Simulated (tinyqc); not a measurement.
Inversion-layer mobility, back-scattering and ballistic limit of a field-effect transistor: one step, computed by the program tinyqc.

The charge at the top of the source barrier is fixed by the gate; series resistance and short-channel effects are left out. F_j are Fermi integrals normalised to exp(eta) in the classical limit.

Problem. Back-scattering. F_j(eta) = (1/Gamma(j + 1)) int_0^infinity x^j/(1 + exp(x - eta)) dx, F_0 = ln(1 + exp(eta)). Integrals over x = E/(k_B T) use 160 Gauss-Legendre points in u = sqrt(x) from 0 to sqrt(max(eta, 0) + 32). Ballistic channel: N_2D = g_v m k_B T/(pi hbar^2), U = e V_D/(k_B T); eta_F solves N_inv = (N_2D/2)[F_0(eta_F) + F_0(eta_F - U)]; v_T = sqrt(2 k_B T/(pi m)); I/W = e (N_2D/2) v_T [F_1/2(eta_F) - F_1/2(eta_F - U)]; injection velocity v_T F_1/2(eta_F)/F_0(eta_F). Mean free path lambda = (2 k_B T/e)(mu/v_T) F_0(eta_0)/F_-1/2(eta_0), with eta_0 from N_inv = N_2D F_0(eta_0); critical length l = L (1 + U)^(-a), an empirical rule; back-scattering r = l/(l + lambda). Then eta solves N_inv = (N_2D/2)[(1 + r) F_0(eta) + (1 - r) F_0(eta - U)] and I/W = e (N_2D/2) v_T (1 - r)[F_1/2(eta) - F_1/2(eta - U)]. Ballistic ratio: I over the ballistic current. Apparent mobility 1/(1/mu + 1/mu_B), mu_B = mu L/lambda.

Inputs (values chosen for the exercise, modelled on a 4H-SiC n-channel):
```
quantity                           value  unit
transport mass m                    0.29   m_0
valley degeneracy g_v                  3     -
drain voltage V_D                   0.05     V
channel length L                     9.2    nm
exponent a of the critical length   0.74     -
temperature T                        300     K
```

Statistics at the top of the barrier: Fermi-Dirac.

inversion density N_inv = 3.315810e+12 1/cm^2

effective mobility mu = 45.59586 cm^2/(V s)

Constants: m_0 = 9.1093837015e-31 kg; k_B = 1.380649e-23 J/K; hbar = 1.054571817e-34 J s; k_B = 8.617333262e-05 eV/K; e = 1.602176634e-19 C.

Give: eta_0; mean free path lambda; critical length l; back-scattering coefficient r; current I/W; ballistic ratio; apparent low-field mobility.

Solution.

eta_0 = -0.85986

mean free path lambda = 2.5337 nm

critical length l = 4.1482 nm

back-scattering coefficient r = 0.62081

current I/W = 105.89 microampere/micrometre

ballistic ratio = 0.26333

apparent low-field mobility = 35.750 cm^2/(V s)

L/lambda = 3.63, but at this drain voltage only the first 4.15 nm can return a carrier to the source, so the device works at 26 % of its ballistic limit.
